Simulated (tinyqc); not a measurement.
# Off-state leakage of single and stacked transistors: effects of single changes

n-channel devices of unit width. Subthreshold current I(Vg, Vs, Vd) = I0 (T/300 K)^0.5 exp[(Vg - Vs - VT(T) - gb (Vs - Vb) + dd (Vd - Vs))/(nf Vt)] (1 - exp(-(Vd - Vs)/Vt)), VT(T) = VT - cT (T - 300 K). Gate-edge tunnelling Ig (Vd/1 V) exp(ag (Vd - 1 V)), for a gate at 0 V, and band-to-band leakage Ab u exp(-Bb/u), u = Vd - Vb + 1 V, flow at a drain held at V; both are taken as independent of T. In a stack of off transistors (all gates at 0 V) the same subthreshold current passes through each.

Inputs (values chosen for the exercise); values of the order met in bulk silicon logic transistors: temperature T = 358 K; supply voltage V = 0.9 V; threshold at 300 K, zero drain and body bias VT = 0.46 V; fall of the threshold with temperature cT = 0.5 mV/K; current at threshold at 300 K I0 = 0.14 uA/um; slope factor nf = 1.42; drain-induced lowering per volt dd = 0.15; rise of the threshold per volt of source-body bias gb = 0.21; gate-edge tunnelling current at 1 V Ig = 9e-6 uA/um; exponential slope of the gate current ag = 5.6 1/V; prefactor of band-to-band leakage at the drain Ab = 200 uA/(um V); its exponential voltage Bb = 22 V; body voltage Vb = -0.3 V.

Constants: q = 1.602176634e-19 C, kB = 1.380649e-23 J/K, Vt = kB T/q. Results are converted to the units shown.

Each table varies one quantity; the others keep the values above.

## Subthreshold current against the height of the stack

All n gates at 0 V, bottom source at 0 V, top drain at V; node voltages follow from equal currents.

Result of one run:

| n | I (nA/um) | reduction factor | drain voltage of the bottom device (mV) | source voltage of the top device (mV) | voltage across the top device (V) |
|---|---|---|---|---|---|
| 6 | 4.6753e-4 | 90.292 | 8.2505 | 145.05 | 0.75495 |

What becomes of these results when the number of transistors in series n is changed from 6 to 1, all else the same?

Result of the changed run:

| n | I (nA/um) | reduction factor | drain voltage of the bottom device (mV) | source voltage of the top device (mV) | voltage across the top device (V) |
|---|---|---|---|---|---|
| 1 | 0.042214 | 1.0000 | 900.00 | 0 | 0.90000 |

The whole series:

| n | I (nA/um) | reduction factor | drain voltage of the bottom device (mV) | source voltage of the top device (mV) | voltage across the top device (V) |
|---|---|---|---|---|---|
| 1 | 0.042214 | 1.0000 | 900.00 | 0 | 0.90000 |
| 2 | 0.0025060 | 16.845 | 90.966 | 90.966 | 0.80903 |
| 3 | 0.0012060 | 35.003 | 26.009 | 114.52 | 0.78548 |
| 4 | 7.9092e-4 | 53.373 | 15.135 | 128.11 | 0.77189 |
| 5 | 5.8781e-4 | 71.815 | 10.679 | 137.67 | 0.76233 |
| 6 | 4.6753e-4 | 90.292 | 8.2505 | 145.05 | 0.75495 |

The second transistor cuts the current by a factor of 16.8, the third by a further 2.08 and the sixth by 1.26. The top device keeps 83.9 % of the supply at n = 6, while the drain voltage of the bottom one falls to 0.267 Vt.

## Leakage components against the body voltage

Same model as above.

One transistor with Vg = Vs = 0, Vd = V; stack factor I(one)/I(two in series).

The same in every row: gate edge (nA/um) = 0.0046268; stack factor = 16.845.

Leakage components against the body voltage:

| Vb (V) | subthreshold (nA/um) | band-to-band (nA/um) | total (nA/um) | largest part |
|---|---|---|---|---|
| 0.2 | 0.46388 | 0.81507 | 1.2836 | band-to-band |
| 0 | 0.17784 | 3.5572 | 3.7397 | band-to-band |
| -0.2 | 0.068178 | 11.844 | 11.917 | band-to-band |
| -0.4 | 0.026138 | 32.258 | 32.289 | band-to-band |
| -0.6 | 0.010020 | 75.367 | 75.381 | band-to-band |
| -0.8 | 0.0038416 | 156.21 | 156.21 | band-to-band |
| -1 | 0.0014727 | 294.29 | 294.30 | band-to-band |
| -1.2 | 5.6461e-4 | 513.22 | 513.22 | band-to-band |
| -1.4 | 2.1646e-4 | 839.94 | 839.94 | band-to-band |

Read the table: what changes, and by how much?

As Vb goes from 0.2 to -1.4, the total leakage rises from 1.28 to 840 nA/um. The band-to-band part leads at Vb = 0.2 and in all other rows. The reduction by a stack of two stays at 16.8, for the subthreshold part alone. For Vb = 0.2 the body is forward biased; the junction current, left out, is still small at this voltage.

Program tinyqc, `OMP_NUM_THREADS=1 python tinyqc.py 2242187 2242188 out.jsonl`; Intel Xeon 2.30GHz, shared host, one thread, about 0.03 s.
